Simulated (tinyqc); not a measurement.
# From one set of inputs to another, one input at a time

Model: Stillinger-Weber potential for a tetrahedral semiconductor. Computed by tinyqc, a small Python program. Command: `OMP_NUM_THREADS=1 python tinyqc.py 3023252 3023253 out.jsonl swsi ladder`. One thread of a shared host (Intel(R) Xeon(R) Processor @ 2.30GHz), about 0.09 s of CPU time with the checks.

With x = r/sigma: pair term eps A (B x^-4 - 1) exp(1/(x - a)); for each pair of neighbours j, k of atom i, three-body term eps lambda exp(gamma/(x_ij - a) + gamma/(x_ik - a)) (cos theta_jik + 1/3)^2; both vanish beyond x = a. A = 7.049556277, B = 0.6022245584, a = 1.8.

The inputs printed are set A. Set A is modelled on germanium; the values taken over come from a set modelled on silicon. Inputs not listed in the table keep their values of set A, so the rows need not describe a real material.

Inputs (values chosen for the exercise, modelled on germanium): energy scale eps = 2.024 eV; length scale sigma = 2.178 angstrom; three-body strength lambda = 28.9; gamma = 1.2.

Constants: 1 eV/angstrom^3 = 160.2176634 GPa.

Method. All angles are tetrahedral, so only the pair term acts; its minimum lies at x = 2^(1/6) with depth eps, and second neighbours lie beyond the cut-off. a0 = 4 d/sqrt3; E = -2 eps per atom. Second derivatives of the energy per atom, volume a0^3/8: e_xx gives C11, e_xx = -e_yy gives 2 (C11 - C12), e_xy = e_yx = h/2 gives the unrelaxed C44(0). Under that shear the second sublattice shifts by u_z; minimising over u_z gives C44 = C44(0) - E_hu^2/(E_uu V) and Kleinman's zeta = |E_hu/E_uu|/(a0/4). The optical force constant is k = 4 E_uu, with M omega^2 = k at the zone centre.

Each row keeps all changes above it:
```
input moved                     from     to  C12 (GPa)  internal strain zeta  optical force constant k (eV/angstrom^2)
set A                              -      -     55.682               0.53284                                    34.501
length scale sigma (angstrom)  2.178  2.093     62.746               0.53284                                    37.360
gamma                            1.2    1.1     51.684               0.43306                                    41.356
energy scale eps (eV)          2.024    2.1     53.625               0.43306                                    42.909
three-body strength lambda      28.9     23     62.791               0.51107                                    39.598
```

Where does the difference come from?

C12 goes from 55.7 to 62.8, a factor 1.13 in all. The largest single move comes from gamma (a factor 0.824), but it runs against the net change; the largest move in the direction of the net change is three-body strength lambda (a factor 1.17). Internal strain zeta goes from 0.533 to 0.511, a factor 0.959 in all. The largest single move comes from gamma (a factor 0.813), and three-body strength lambda works against it (a factor 1.18). Optical force constant k goes from 34.5 to 39.6, a factor 1.15 in all. The largest single move comes from gamma (a factor 1.11), and three-body strength lambda works against it (a factor 0.923). The single moves hold for this order of the switches; the total does not depend on the order.

Caution (all rows): the original fit to silicon is too soft in shear (C44) and too stiff for the optical mode.

Extremes, crossings and ranges named in words are read from the listed rows.
